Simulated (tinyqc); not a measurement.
Inside a calculation. Method: RHF in the 6-31g basis, for H2, spin multiplicity 1. Computed by tinyqc, a small Python program that keeps every step (integrals from PySCF). Settings: charge = 0, multiplicity = 1, basis = 6-31g, energy threshold = 1e-10, iteration cap = 62, orthogonalisation = symmetric, start = core, DIIS depth = 4, method = RHF. Command: `OMP_NUM_THREADS=1 python tinyqc.py 30542 30543 out.jsonl` (the two numbers bound the seeds that draw the settings). One thread of a shared host (Intel(R) Xeon(R) Processor @ 2.60GHz), about 0.03 s of CPU time with the checks. Later iterations appear only in the table of the cycle.

## One-electron integrals

Geometry (angstrom):
```
atom        x        y        z
H     0.00000  0.00000  0.00000
H     0.00000  0.00000  0.97000
```

Basis 6-31g: exponents (1/bohr^2) and contraction coefficients of normalised primitives:
```
element  l (shell)  exponent  coefficient
H            s (1)  18.73114      0.03349
H            s (1)   2.82539      0.23473
H            s (1)   0.64012      0.81376
H            s (2)   0.16128      1.00000
```

Overlap, kinetic and nuclear-attraction integrals over the contracted functions; the nuclear repulsion is the sum of Za Zb / Rab.

nuclear repulsion = 0.5455435 hartree

overlap S:
```
         1H 1s    1H 2s    2H 1s    2H 2s
1H 1s  1.00000  0.65829  0.27308  0.42329
1H 2s  0.65829  1.00000  0.42329  0.76266
2H 1s  0.27308  0.42329  1.00000  0.65829
2H 2s  0.42329  0.76266  0.65829  1.00000
```

kinetic energy T (hartree):
```
         1H 1s    1H 2s    2H 1s    2H 2s
1H 1s  1.39568  0.25974  0.04392  0.11756
1H 2s  0.25974  0.24192  0.11756  0.15117
2H 1s  0.04392  0.11756  1.39568  0.25974
2H 2s  0.11756  0.15117  0.25974  0.24192
```

nuclear attraction V (hartree):
```
          1H 1s     1H 2s     2H 1s     2H 2s
1H 1s  -2.19756  -1.09497  -0.54574  -0.72731
1H 2s  -1.09497  -1.10950  -0.72731  -0.89595
2H 1s  -0.54574  -0.72731  -2.19756  -1.09497
2H 2s  -0.72731  -0.89595  -1.09497  -1.10950
```

core Hamiltonian H = T + V (hartree):
```
          1H 1s     1H 2s     2H 1s     2H 2s
1H 1s  -0.80188  -0.83523  -0.50181  -0.60975
1H 2s  -0.83523  -0.86759  -0.60975  -0.74478
2H 1s  -0.50181  -0.60975  -0.80188  -0.83523
2H 2s  -0.60975  -0.74478  -0.83523  -0.86759
```

## Two-electron integrals

Functions are numbered as in S; the eight-fold symmetry (ij|kl) = (ji|kl) = (kl|ij) leaves the list below.

Two-electron integrals (ij|kl) in chemists' order, unique and non-zero (hartree):
```
(11|11) 1.07657   (21|11) 0.57847   (21|21) 0.32942   (22|11) 0.58740
(22|21) 0.36130   (22|22) 0.45315   (31|11) 0.22413   (31|21) 0.13027
(31|22) 0.14676   (31|31) 0.06974   (32|11) 0.25100   (32|21) 0.15581
(32|22) 0.19663   (32|31) 0.09025   (32|32) 0.13511   (33|11) 0.53372
(33|21) 0.34051   (33|22) 0.44861   (33|31) 0.22413   (33|32) 0.36265
(33|33) 1.07657   (41|11) 0.36265   (41|21) 0.20773   (41|22) 0.22995
(41|31) 0.09025   (41|32) 0.11099   (41|33) 0.25100   (41|41) 0.13511
(42|11) 0.41609   (42|21) 0.25826   (42|22) 0.33061   (42|31) 0.12004
(42|32) 0.17221   (42|33) 0.41609   (42|41) 0.17221   (42|42) 0.26357
(43|11) 0.34051   (43|21) 0.21580   (43|22) 0.28447   (43|31) 0.13027
(43|32) 0.20773   (43|33) 0.57847   (43|41) 0.15581   (43|42) 0.25826
(43|43) 0.32942   (44|11) 0.44861   (44|21) 0.28447   (44|22) 0.38305
(44|31) 0.14676   (44|32) 0.22995   (44|33) 0.58740   (44|41) 0.19663
(44|42) 0.33061   (44|43) 0.36130   (44|44) 0.45315
```

## Orthogonalisation

S = U s U^T; symmetric (Loewdin) form X = U s^(-1/2) U^T, so that X^T S X = 1.

eigenvalues of S: 0.14280  0.40893  0.82146  2.62681

X:
```
          1H 1s     1H 2s     2H 1s     2H 2s
1H 1s   1.25658  -0.49800  -0.06170   0.03629
1H 2s  -0.49800   1.70862   0.03629  -0.72272
2H 1s  -0.06170   0.03629   1.25658  -0.49800
2H 2s   0.03629  -0.72272  -0.49800   1.70862
```

## Starting guess

The start is the orbitals of the core Hamiltonian; D = 2 C_occ C_occ^T.

D at the start:
```
         1H 1s    1H 2s    2H 1s    2H 2s
1H 1s  0.31431  0.18682  0.31431  0.18682
1H 2s  0.18682  0.11104  0.18682  0.11104
2H 1s  0.31431  0.18682  0.31431  0.18682
2H 2s  0.18682  0.11104  0.18682  0.11104
```

## Iteration 1: building the Fock matrix

J_ij = sum D_kl (ij|kl), K_ij = sum D_kl (ik|jl); F = H + J - 0.5 K; E = tr D H + tr D J / 2 - 0.25 tr D K + E_nn.

Coulomb J (hartree):
```
         1H 1s    1H 2s    2H 1s    2H 2s
1H 1s  1.42712  0.83935  0.40877  0.56301
1H 2s  0.83935  0.98484  0.56301  0.79067
2H 1s  0.40877  0.56301  1.42712  0.83935
2H 2s  0.56301  0.79067  0.83935  0.98484
```

exchange K (hartree):
```
         1H 1s    1H 2s    2H 1s    2H 2s
1H 1s  1.03294  0.83099  0.70486  0.73641
1H 2s  0.83099  0.76628  0.73641  0.73158
2H 1s  0.70486  0.73641  1.03294  0.83099
2H 2s  0.73641  0.73158  0.83099  0.76628
```

Fock matrix F (hartree):
```
          1H 1s     1H 2s     2H 1s     2H 2s
1H 1s   0.10877  -0.41137  -0.44547  -0.41494
1H 2s  -0.41137  -0.26588  -0.41494  -0.31990
2H 1s  -0.44547  -0.41494   0.10877  -0.41137
2H 2s  -0.41494  -0.31990  -0.41137  -0.26588
```

total energy of this density = -1.0627912 hartree

## Iteration 1: diagonalisation and new density

Diagonalise F' = X^T F X, C = X C', fill 1 alpha and 1 beta electrons from the bottom; D = 2 C_occ C_occ^T. Each column has its largest component positive (the first on a tie).

F' = X^T F X (hartree):
```
          1         2         3         4
1   0.63987  -0.57263  -0.33373  -0.12454
2  -0.57263   0.28970  -0.12454  -0.17858
3  -0.33373  -0.12454   0.63987  -0.57263
4  -0.12454  -0.17858  -0.57263   0.28970
```

orbital energies (hartree): MO1 -0.49533, MO2 0.20652, MO3 0.91258, MO4 1.23535

coefficients C:
```
           MO1       MO2       MO3       MO4
1H 1s  0.30820   0.14397   0.85175  -0.99546
1H 2s  0.31171   1.29394  -0.70386   1.19338
2H 1s  0.30820  -0.14397   0.85175   0.99546
2H 2s  0.31171  -1.29394  -0.70386  -1.19338
```

D after iteration 1:
```
         1H 1s    1H 2s    2H 1s    2H 2s
1H 1s  0.18997  0.19214  0.18997  0.19214
1H 2s  0.19214  0.19433  0.19214  0.19433
2H 1s  0.18997  0.19214  0.18997  0.19214
2H 2s  0.19214  0.19433  0.19214  0.19433
```

## Iteration 2: building the Fock matrix

As before.

Coulomb J (hartree):
```
         1H 1s    1H 2s    2H 1s    2H 2s
1H 1s  1.34304  0.79915  0.38482  0.53496
1H 2s  0.79915  0.95563  0.53496  0.76546
2H 1s  0.38482  0.53496  1.34304  0.79915
2H 2s  0.53496  0.76546  0.79915  0.95563
```

exchange K (hartree):
```
         1H 1s    1H 2s    2H 1s    2H 2s
1H 1s  0.92031  0.79655  0.63590  0.70729
1H 2s  0.79655  0.79503  0.70729  0.75825
2H 1s  0.63590  0.70729  0.92031  0.79655
2H 2s  0.70729  0.75825  0.79655  0.79503
```

Fock matrix F (hartree):
```
          1H 1s     1H 2s     2H 1s     2H 2s
1H 1s   0.08101  -0.43435  -0.43494  -0.42843
1H 2s  -0.43435  -0.30947  -0.42843  -0.35844
2H 1s  -0.43494  -0.42843   0.08101  -0.43435
2H 2s  -0.42843  -0.35844  -0.43435  -0.30947
```

total energy of this density = -1.0992831 hartree

## Iteration 2: DIIS over 2 matrices

error matrix X^T (FDS - SDF) X:
```
          1        2         3        4
1   0.00000  0.02345   0.00000  0.02345
2  -0.02345  0.00000  -0.02345  0.00000
3   0.00000  0.02345   0.00000  0.02345
4  -0.02345  0.00000  -0.02345  0.00000
```

B (overlaps of the stored error matrices):
```
               1              2
1  1.7489996e-01  2.7733850e-02
2  2.7733850e-02  4.3977506e-03
```

Minimise |sum c_i e_i|^2 with sum c_i = 1: solve [B -1; -1 0][c; lambda] = [0; -1] with B_ij = tr e_i^T e_j, and take F = sum c_i F_i.

DIIS coefficients: -0.18845  1.18845

extrapolated F (hartree):
```
          1H 1s     1H 2s     2H 1s     2H 2s
1H 1s   0.07577  -0.43869  -0.43296  -0.43098
1H 2s  -0.43869  -0.31768  -0.43098  -0.36570
2H 1s  -0.43296  -0.43098   0.07577  -0.43869
2H 2s  -0.43098  -0.36570  -0.43869  -0.31768
```

## Iteration 2: diagonalisation and new density

As before.

F' = X^T F X (hartree):
```
          1         2         3         4
1   0.60630  -0.57468  -0.30238  -0.12707
2  -0.57468   0.25024  -0.12707  -0.19889
3  -0.30238  -0.12707   0.60630  -0.57468
4  -0.12707  -0.19889  -0.57468   0.25024
```

orbital energies (hartree): MO1 -0.53538, MO2 0.17576, MO3 0.89066, MO4 1.18204

coefficients C:
```
           MO1       MO2       MO3       MO4
1H 1s  0.29149   0.16343   0.85761  -0.99245
1H 2s  0.32541   1.27032  -0.69763   1.21849
2H 1s  0.29149  -0.16343   0.85761   0.99245
2H 2s  0.32541  -1.27032  -0.69763  -1.21849
```

D after iteration 2:
```
         1H 1s    1H 2s    2H 1s    2H 2s
1H 1s  0.16994  0.18971  0.16994  0.18971
1H 2s  0.18971  0.21178  0.18971  0.21178
2H 1s  0.16994  0.18971  0.16994  0.18971
2H 2s  0.18971  0.21178  0.18971  0.21178
```

## Iteration 3: building the Fock matrix

As before.

Coulomb J (hartree):
```
         1H 1s    1H 2s    2H 1s    2H 2s
1H 1s  1.32696  0.79139  0.38021  0.52954
1H 2s  0.79139  0.94992  0.52954  0.76054
2H 1s  0.38021  0.52954  1.32696  0.79139
2H 2s  0.52954  0.76054  0.79139  0.94992
```

exchange K (hartree):
```
         1H 1s    1H 2s    2H 1s    2H 2s
1H 1s  0.89807  0.78831  0.62202  0.70020
1H 2s  0.78831  0.79873  0.70020  0.76161
2H 1s  0.62202  0.70020  0.89807  0.78831
2H 2s  0.70020  0.76161  0.78831  0.79873
```

Fock matrix F (hartree):
```
          1H 1s     1H 2s     2H 1s     2H 2s
1H 1s   0.07604  -0.43800  -0.43261  -0.43031
1H 2s  -0.43800  -0.31703  -0.43031  -0.36505
2H 1s  -0.43261  -0.43031   0.07604  -0.43800
2H 2s  -0.43031  -0.36505  -0.43800  -0.31703
```

total energy of this density = -1.1001968 hartree

## Iteration 3: DIIS over 3 matrices

error matrix X^T (FDS - SDF) X:
```
         1         2        3         4
1  0.00000  -0.00008  0.00000  -0.00008
2  0.00008   0.00000  0.00008   0.00000
3  0.00000  -0.00008  0.00000  -0.00008
4  0.00008   0.00000  0.00008   0.00000
```

B (overlaps of the stored error matrices):
```
                1               2               3
1   1.7489996e-01   2.7733850e-02  -9.8132600e-05
2   2.7733850e-02   4.3977506e-03  -1.5560865e-05
3  -9.8132600e-05  -1.5560865e-05   5.5060087e-08
```

As before.

DIIS coefficients: -0.07660  0.48518  0.59142

extrapolated F (hartree):
```
          1H 1s     1H 2s     2H 1s     2H 2s
1H 1s   0.07594  -0.43827  -0.43275  -0.43058
1H 2s  -0.43827  -0.31728  -0.43058  -0.36530
2H 1s  -0.43275  -0.43058   0.07594  -0.43827
2H 2s  -0.43058  -0.36530  -0.43827  -0.31728
```

## Iteration 3: diagonalisation and new density

As before.

F' = X^T F X (hartree):
```
          1         2         3         4
1   0.60615  -0.57435  -0.30244  -0.12683
2  -0.57435   0.25027  -0.12683  -0.19880
3  -0.30244  -0.12683   0.60615  -0.57435
4  -0.12683  -0.19880  -0.57435   0.25027
```

orbital energies (hartree): MO1 -0.53484, MO2 0.17577, MO3 0.89003, MO4 1.18189

coefficients C:
```
           MO1       MO2       MO3       MO4
1H 1s  0.29153   0.16341   0.85760  -0.99245
1H 2s  0.32538   1.27035  -0.69765   1.21846
2H 1s  0.29153  -0.16341   0.85760   0.99245
2H 2s  0.32538  -1.27035  -0.69765  -1.21846
```

D after iteration 3:
```
         1H 1s    1H 2s    2H 1s    2H 2s
1H 1s  0.16998  0.18971  0.16998  0.18971
1H 2s  0.18971  0.21174  0.18971  0.21174
2H 1s  0.16998  0.18971  0.16998  0.18971
2H 2s  0.18971  0.21174  0.18971  0.21174
```

## Iteration 4: building the Fock matrix

As before.

Coulomb J (hartree):
```
         1H 1s    1H 2s    2H 1s    2H 2s
1H 1s  1.32699  0.79140  0.38022  0.52955
1H 2s  0.79140  0.94993  0.52955  0.76055
2H 1s  0.38022  0.52955  1.32699  0.79140
2H 2s  0.52955  0.76055  0.79140  0.94993
```

exchange K (hartree):
```
         1H 1s    1H 2s    2H 1s    2H 2s
1H 1s  0.89812  0.78833  0.62205  0.70022
1H 2s  0.78833  0.79872  0.70022  0.76160
2H 1s  0.62205  0.70022  0.89812  0.78833
2H 2s  0.70022  0.76160  0.78833  0.79872
```

Fock matrix F (hartree):
```
          1H 1s     1H 2s     2H 1s     2H 2s
1H 1s   0.07605  -0.43799  -0.43261  -0.43031
1H 2s  -0.43799  -0.31701  -0.43031  -0.36503
2H 1s  -0.43261  -0.43031   0.07605  -0.43799
2H 2s  -0.43031  -0.36503  -0.43799  -0.31701
```

total energy of this density = -1.1001968 hartree

## Iteration 4: DIIS over 4 matrices

error matrix X^T (FDS - SDF) X:
```
         1         2        3         4
1  0.00000  -0.00003  0.00000  -0.00003
2  0.00003   0.00000  0.00003   0.00000
3  0.00000  -0.00003  0.00000  -0.00003
4  0.00003   0.00000  0.00003   0.00000
```

B (overlaps of the stored error matrices):
```
                1               2               3               4
1   1.7489996e-01   2.7733850e-02  -9.8132600e-05  -3.9896784e-05
2   2.7733850e-02   4.3977506e-03  -1.5560865e-05  -6.3264245e-06
3  -9.8132600e-05  -1.5560865e-05   5.5060087e-08   2.2385226e-08
4  -3.9896784e-05  -6.3264245e-06   2.2385226e-08   9.1009360e-09
```

As before.

DIIS coefficients: -0.04805  0.30490  0.37165  0.37151

extrapolated F (hartree):
```
          1H 1s     1H 2s     2H 1s     2H 2s
1H 1s   0.07598  -0.43816  -0.43270  -0.43047
1H 2s  -0.43816  -0.31718  -0.43047  -0.36520
2H 1s  -0.43270  -0.43047   0.07598  -0.43816
2H 2s  -0.43047  -0.36520  -0.43816  -0.31718
```

## Iteration 4: diagonalisation and new density

As before.

F' = X^T F X (hartree):
```
          1         2         3         4
1   0.60612  -0.57427  -0.30245  -0.12677
2  -0.57427   0.25028  -0.12677  -0.19878
3  -0.30245  -0.12677   0.60612  -0.57427
4  -0.12677  -0.19878  -0.57427   0.25028
```

orbital energies (hartree): MO1 -0.53470, MO2 0.17577, MO3 0.88987, MO4 1.18185

coefficients C:
```
           MO1       MO2       MO3       MO4
1H 1s  0.29154   0.16340   0.85759  -0.99245
1H 2s  0.32537   1.27036  -0.69765   1.21845
2H 1s  0.29154  -0.16340   0.85759   0.99245
2H 2s  0.32537  -1.27036  -0.69765  -1.21845
```

D after iteration 4:
```
         1H 1s    1H 2s    2H 1s    2H 2s
1H 1s  0.16999  0.18971  0.16999  0.18971
1H 2s  0.18971  0.21173  0.18971  0.21173
2H 1s  0.16999  0.18971  0.16999  0.18971
2H 2s  0.18971  0.21173  0.18971  0.21173
```

## Iteration 7 (converged): orbitals

converged F (hartree):
```
          1H 1s     1H 2s     2H 1s     2H 2s
1H 1s   0.07605  -0.43798  -0.43262  -0.43030
1H 2s  -0.43798  -0.31700  -0.43030  -0.36502
2H 1s  -0.43262  -0.43030   0.07605  -0.43798
2H 2s  -0.43030  -0.36502  -0.43798  -0.31700
```

As before.

F' = X^T F X (hartree):
```
          1         2         3         4
1   0.60605  -0.57413  -0.30248  -0.12666
2  -0.57413   0.25029  -0.12666  -0.19874
3  -0.30248  -0.12666   0.60605  -0.57413
4  -0.12666  -0.19874  -0.57413   0.25029
```

orbital energies (hartree): MO1 -0.53447, MO2 0.17578, MO3 0.88959, MO4 1.18178

coefficients C:
```
           MO1       MO2       MO3       MO4
1H 1s  0.29155   0.16339   0.85759  -0.99246
1H 2s  0.32536   1.27038  -0.69766   1.21843
2H 1s  0.29155  -0.16339   0.85759   0.99246
2H 2s  0.32536  -1.27038  -0.69766  -1.21843
```

D after iteration 7:
```
         1H 1s    1H 2s    2H 1s    2H 2s
1H 1s  0.17000  0.18972  0.17000  0.18972
1H 2s  0.18972  0.21171  0.18972  0.21171
2H 1s  0.17000  0.18972  0.17000  0.18972
2H 2s  0.18972  0.21171  0.18972  0.21171
```

## Convergence

Stop when the energy changes by less than 1e-10 hartree and every element of the error matrix X^T (F D S - S D F) X is below 3e-06.

Course of the cycle:
```
iteration  E (hartree)     change  largest element of the error matrix
1           -1.0627912          -                             1.48e-01
2           -1.0992831  -3.65e-02                             2.34e-02
3           -1.1001968  -9.14e-04                             8.30e-05
4           -1.1001968  -9.53e-09                             3.37e-05
5           -1.1001968  -1.14e-09                             2.12e-05
6           -1.1001968  -7.43e-10                             2.00e-08
7           -1.1001968  -2.44e-15                             1.62e-11
```

PySCF RHF in the same basis = -1.1001968 hartree

Converged in 7 iterations.

## Populations, bond orders and dipole

Mulliken: Z minus the diagonal of D S on the atom; Loewdin: the same with S^(1/2) D S^(1/2); Mayer order: 2 sum_s sum (D(s) S)_ij (D(s) S)_ji over the two atoms.

Charges (e):
```
atom  Mulliken  Loewdin
1H           0        0
2H           0        0
```

Mayer bond orders:
```
pair    order
2-1   1.00000
```

dipole moment about the origin, x y z (debye): 0.00000  0.00000  0.00000
